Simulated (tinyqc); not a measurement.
Worked calculation: Pariser-Parr-Pople SCF with singles CI, for the molecule Nc1ccc2[nH]ccc2c1 (SMILES; centres numbered as the heavy atoms are written). One step of it, computed by the program tinyqc.

Question. Iteration 1: Fock matrix. F_rr = H_rr + P_rr gamma_rr / 2 + sum_(s != r) P_ss gamma_rs; F_rs = H_rs - P_rs gamma_rs / 2; E = tr P (H + F) / 2 + core repulsion sum_(r<s) z_r z_s gamma_rs.

P at the start, lower triangle:
```
            1N         2C         3C         4C         5C         6N         7C         8C
1N    1.645884
2C    0.572386   1.025786
3C   -0.216913   0.503577   1.129870
4C   -0.100414  -0.028407   0.743419   1.020984
5C    0.190289  -0.176556  -0.137293   0.547720   1.151460
6N   -0.053438   0.090581  -0.150576  -0.076230   0.530642   1.280443
7C   -0.099708   0.082168   0.152605  -0.142204  -0.180209   0.667869   1.130095
8C    0.127095  -0.122365   0.081090   0.043841  -0.158666  -0.309811   0.643400   1.275385
9C   -0.014977  -0.050023  -0.231129   0.064628   0.500404  -0.213557  -0.145077   0.566721
10C  -0.364267   0.594734   0.070808  -0.322286  -0.034587   0.112196  -0.096624  -0.168063

           9C       10C
9C   1.093733
10C  0.540980  1.246360
```

core matrix H (eV), lower triangle:
```
             1N          2C          3C          4C          5C          6N          7C          8C
1N   -65.952377
2C    -2.240000  -71.266489
3C     0.000000   -2.390000  -65.980464
4C     0.000000    0.000000   -2.390000  -66.836753
5C     0.000000    0.000000    0.000000   -2.390000  -75.676581
6N     0.000000    0.000000    0.000000    0.000000   -2.240000  -74.934344
7C     0.000000    0.000000    0.000000    0.000000    0.000000   -2.240000  -64.519724
8C     0.000000    0.000000    0.000000    0.000000    0.000000    0.000000   -2.390000  -64.721907
9C     0.000000    0.000000    0.000000    0.000000   -2.390000    0.000000    0.000000   -2.390000
10C    0.000000   -2.390000    0.000000    0.000000    0.000000    0.000000    0.000000    0.000000

             9C         10C
9C   -73.551360
10C   -2.390000  -68.796462
```

repulsion gamma_rs (eV), lower triangle:
```
            1N         2C         3C         4C         5C         6N         7C         8C
1N   16.800000
2C    8.282036  11.130000
3C    5.465412   7.556054  11.130000
4C    3.745354   5.239807   7.554151  11.130000
5C    3.329631   4.668361   5.238603   7.551123  11.130000
6N    2.551938   3.344746   3.673632   5.219539   8.281108  16.800000
7C    2.381487   2.994007   2.994047   3.721543   5.521135   8.283330  11.130000
8C    2.833583   3.602756   3.291215   3.773474   5.521113   5.786927   7.556470  11.130000
9C    3.745076   5.238603   4.668704   5.239039   7.556054   5.786313   5.521171   7.553602
10C   5.465923   7.553336   5.239602   4.667830   5.238716   3.854874   3.721718   5.022257

            9C        10C
9C   11.130000
10C   7.551409  11.130000
```

Centres (angstrom, eV; a flat drawing with bonds scaled to 1.40 angstrom):
```
centre          x          y  core charge z          W   gamma_rr
1N      -3.206000   0.690000              2  25.600000  16.800000
2C      -1.887000   0.221000              1  11.160000  11.130000
3C      -1.633000  -1.155000              1  11.160000  11.130000
4C      -0.314000  -1.624000              1  11.160000  11.130000
5C       0.752000  -0.715000              1  11.160000  11.130000
6N       2.140000  -0.899000              2  25.600000  16.800000
7C       2.743000   0.364000              1  11.160000  11.130000
8C       1.729000   1.328000              1  11.160000  11.130000
9C       0.498000   0.661000              1  11.160000  11.130000
10C     -0.822000   1.130000              1  11.160000  11.130000
```

Give: F; pi energy.

Answer.

F (eV), lower triangle:
```
          1N       2C       3C       4C       5C       6N       7C       8C
1N   -9.3168
2C   -4.6103  -5.2592
3C    0.5928  -4.2925  -5.2800
4C    0.1880   0.0744  -5.1980  -5.1361
5C   -0.3168   0.4121   0.3596  -4.4580  -6.6932
6N    0.0682  -0.1515   0.2766   0.1989  -4.4372  -9.6575
7C    0.1187  -0.1230  -0.2285   0.2646   0.4975  -5.0061  -6.7790
8C   -0.1801   0.2204  -0.1334  -0.0827   0.4380   0.8964  -4.8209  -4.8658
9C    0.0280   0.1310   0.5395  -0.1693  -4.2805   0.6179   0.4005  -4.5304
10C   0.9955  -4.6361  -0.1855   0.7522   0.0906  -0.2163   0.1798   0.4220

          9C      10C
9C   -3.9086
10C  -4.4326  -4.5917
```

pi energy = -178.7043 eV
